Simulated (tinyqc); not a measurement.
Inside a calculation: deep level with several charge states, and Shockley-Read-Hall recombination. Values are carried at full precision from step to step, so a last printed digit may differ when a step is redone from the rounded ones.

Energies from Ev. The defect has charge states 0, -1, -2 with weights 1, gm exp((EF - E1)/kT), exp((2 EF - E1 - E2)/kT); the shares are the weights over their sum. Boltzmann carriers: n = Nc exp((EF - Eg)/kT), p = Nv exp(-EF/kT). Neutrality: p - n + Nd + Nt <q> = 0.

Constants: kB = 8.617333262e-05 eV/K.

Parameters, chosen for this exercise (gap and densities of states near those of Ge at this temperature; the results hold for these values, not for the real material):
- Eg = 0.664 eV (gap)
- Nc = 1.03e+19 1/cm^3 (conduction-band density of states)
- Nv = 4.92e+18 1/cm^3 (valence-band density of states)
- T = 300 K
- E1 = 0.225 eV (level (0/-1) above Ev)
- E2 = 0.446 eV (level (-1/-2) above Ev)
- gm = 2 (degeneracy of the middle state, the others 1)
- Nt = 3.3e+15 1/cm^3 (defects)
- Nd = 2.1e+16 1/cm^3 (ionised shallow donors minus acceptors)
- E_try = 0.4 eV (trial Fermi level)
- Et = 0.225 eV (recombination level above Ev)
- sn = 7.7e-16 cm^2 (electron capture cross-section)
- sp_ = 1.1e-15 cm^2 (hole capture cross-section)
- vth = 15000000 cm/s (thermal velocity, both carriers)
- Nm = 3.3e+16 1/cm^3 (equilibrium electrons for the lifetime steps)
- dn = 2e+16 1/cm^3 (excess pairs)

## Charge states at a trial Fermi level

Form the exponents, the shares, the mean charge and the residual of neutrality at EF = E_try.

exponents of the second and third weights: 6.769  4.990

shares: 0 0.0005, -1 0.9217, -2 0.0778

<q> = -1.0772

n, p (1/cm^3): 3.78e+14  9.38e+11

residual = 1.71e+16 1/cm^3

The residual is positive, so EF must rise.

## The neutral state

Solve for EF.

EF = 0.4954 eV

shares at EF: 0 0.000, -1 0.228, -2 0.772

n = 1.52e+16 1/cm^3
p = 2.34e+10 1/cm^3

Without the defects the majority density would be 2.10e+16 1/cm^3; with them the density of these carriers is 1.52e+16, so they compensate part of the doping. Most defects are in the state -2.

## Recombination through one level

One level at Et with degeneracy 1: tn = 1/(sn vth Nt), tp = 1/(sp_ vth Nt), n1 = Nc exp((Et - Eg)/kT), p1 = Nv exp(-Et/kT), ni^2 = n1 p1. Equilibrium n0 = Nm, p0 = ni^2/Nm; n = n0 + dn, p = p0 + dn. U = (n p - ni^2)/(tp (n + n1) + tn (p + p1)), lifetime dn/U; emission rates en = sn vth n1, ep = sp_ vth p1.

Evaluate each quantity.

tn, tp (microsecond): 0.02624  0.01837

n1, p1 (1/cm^3): 4.34e+11  8.17e+14

U = 6.98e+23 1/(cm^3 s)
lifetime = 0.0287 microsecond

The lifetime is 1.561 times the minority capture time tp and 0.643 times tn + tp, the limit of high injection.

## Emission and generation in a depleted region

With n = p = 0 the level generates pairs at G = Nt en ep/(en + ep); generation lifetime tg = ni/G; current density e G W for a width W = 1 micrometre, e = 1.602176634e-19 C.

en, ep (1/s): 5.02e+03  1.35e+07

G = 1.66e+19 1/(cm^3 s)
tg = 1.14 microsecond
current density = 0.000265 A/cm^2

The slower step, electron emission, limits the rate: en/ep = 0.000372.

## Checks

- U against hole capture minus emission at the steady occupation of the level (1/(cm^3 s)): both 6.976e+23.

Computed by tinyqc, a small Python program: `OMP_NUM_THREADS=1 python tinyqc.py 1650785 1650786 out.jsonl` (the numbers bound the seed that draws the inputs); one thread of a shared host (Intel(R) Xeon(R) Processor @ 2.30GHz), about 0.01 s for the whole set of steps.
